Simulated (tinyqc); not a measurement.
Thermal resistances of a two-die stack.

Problem. Heat leaves through the lower die only, and the system is linear. Find the resistance R1 from the lower die to the coolant, R2 between the dies, and the rise of the upper die when both are powered.

Values chosen for this exercise:
- P1 = 10 W (power of the lower die)
- P2 = 26 W (power of the upper die)

rises of the lower and upper die with only the lower one powered (K): 5  5
rises of the lower and upper die with only the upper one powered (K): 13  19.76

Answer. With only the lower die powered no heat crosses R2, so both dies rise by P1 R1; the difference in the second test is P2 R2; rises add.

R1 = 0.500 K/W
R2 = 0.260 K/W
rise of the upper die = 24.8 K

Computed by the program tinyqc: `OMP_NUM_THREADS=1 python tinyqc.py 2162147 2162148 out.jsonl`, one thread of a shared Intel Xeon 2.30GHz, about 0.04 s for the whole run.
